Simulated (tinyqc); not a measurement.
Density of states of one tight-binding band on the simple cubic lattice, step by step. Values are carried at full precision from step to step, so a last printed digit may differ when a step is redone from the rounded ones.

E(k) = -2 t (c1 + c2 + c3) - 4 t2 (c1 c2 + c2 c3 + c3 c1) with ci = cos(2 pi ki); k in fractions of the reciprocal vectors, mesh k_i = j/N with j = 0 .. N-1. Densities are per cell and per spin, so the band holds one state.

Inputs chosen for the exercise:
- t = 0.87 eV (nearest hopping)
- t2 = 0.01 eV (second hopping)
- N = 4 (mesh points along each axis)
- bins = 6 (bins of the histogram)
- E_lo = -5.413 eV (lower end of the histogram)
- E_hi = 5.117 eV (upper end)
- E = -3.78 eV (energy at which the density is wanted)
- sigma = 0.174 eV (Gaussian width)

## Energies on the mesh

Evaluate the band at all 64 points and collect equal values.

Distinct energies:
```
E_k (eV)  points
-5.3400        1
-3.5200        6
-1.7400       12
-1.7000        3
0.0000         8
0.0400        12
1.7400        12
1.7800         3
3.4400         6
5.1000         1
```

The 64 points give 10 distinct energies between -5.3400 and 5.1000 eV; a dense mesh gives a band from -5.340 to 5.100 eV.

## Histogram

Count the points in equal bins from E_lo to E_hi; g = count/(all points x bin width).

Histogram:
```
from (eV)  to (eV)  points  g (1/eV)
-5.4130    -3.6580       1    0.0089
-3.6580    -1.9030       6    0.0534
-1.9030    -0.1480      15    0.1335
-0.1480     1.6070      20    0.1781
1.6070      3.3620      15    0.1335
3.3620      5.1170       7    0.0623
```

Empty bins: 0 of 6; the fullest holds 20 points.

## Gaussian broadening at one energy

Gaussian broadening: g(E) = mean over the mesh of exp(-(E - E_k)^2/(2 sigma^2))/(sigma sqrt(2 pi)), n(E) = mean of erfc((E_k - E)/(sigma sqrt 2))/2.

Sum over the distinct energies with their counts.

n(E) = 0.0220
g(E) = 0.0704 1/eV

## One tetrahedron of the mesh

For corner energies e1 <= e2 <= e3 <= e4 and eij = ei - ej, the share of the tetrahedron below E is n = (E - e1)^3/(e21 e31 e41) for e1 < E < e2; n = [e21^2 + 3 e21 x + 3 x^2 - (e31 + e42) x^3/(e32 e42)]/(e31 e41) with x = E - e2 for e2 < E < e3; n = 1 - (e4 - E)^3/(e41 e42 e43) for e3 < E < e4; its density of states is g = dn/dE.

corner energies, sorted (eV): -5.3400  -3.5200  -1.7400  0.0000

Find its share below E and its density of states at E.

n = 0.1085
g = 0.2087 1/eV

E lies between corners 1 and 2.

## Sum over all linear tetrahedra

Each cube of the mesh, corners numbered 0 to 7 as the binary number (i j l), is cut into six tetrahedra around the diagonal 0-7: 0137, 0157, 0237, 0267, 0457, 0467. For corner energies e1 <= e2 <= e3 <= e4 and eij = ei - ej, the share of the tetrahedron below E is n = (E - e1)^3/(e21 e31 e41) for e1 < E < e2; n = [e21^2 + 3 e21 x + 3 x^2 - (e31 + e42) x^3/(e32 e42)]/(e31 e41) with x = E - e2 for e2 < E < e3; n = 1 - (e4 - E)^3/(e41 e42 e43) for e3 < E < e4; its density of states is g = dn/dE.

Average n and g over all pieces of the mesh. The reference uses the same method with N = 36.

n(E) = 0.0133
g(E) = 0.0257 1/eV
reference n(E) = 0.044
reference g(E) = 0.047 1/eV

On this mesh the linear method errs by -0.022 1/eV in g and -0.030 in n; the Gaussian sum erred by +0.023 and -0.022.

## Checks

- States below the top of the band by the linear method against one: both 1.000000.

Program tinyqc; command `OMP_NUM_THREADS=1 python tinyqc.py 1681962 1681963 out.jsonl`; about 0.2 s on one thread of a shared Intel(R) Xeon(R) Processor @ 2.30GHz.
